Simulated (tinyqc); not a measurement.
In-plane mass from two subband densities.

Inverse problem. At zero temperature each occupied subband holds N_k = D (EF - E_k), D = md m0 q/(pi hbar^2) per eV. Two subbands are occupied. Find md, EF - E1 and EF - E2.

Constants: q = 1.602176634e-19 C, hbar = 1.054571817e-34 J s, m0 = 9.1093837015e-31 kg. Results are converted to the units shown.

N1, N2 (cm^-2): [1.3903072e12, 2.4e11]
E2 - E1 = 13.7 meV

Solution. N1 - N2 = D (E2 - E1) gives D and so md; each N_k/D is a distance to EF.

md = 0.2010 m0
EF - E1 = 16.56 meV
EF - E2 = 2.858 meV

Computed by the program tinyqc: `OMP_NUM_THREADS=1 python tinyqc.py 2140004 2140005 out.jsonl`, one thread of a shared Intel Xeon 2.30GHz, about 0.2 s for the whole run.
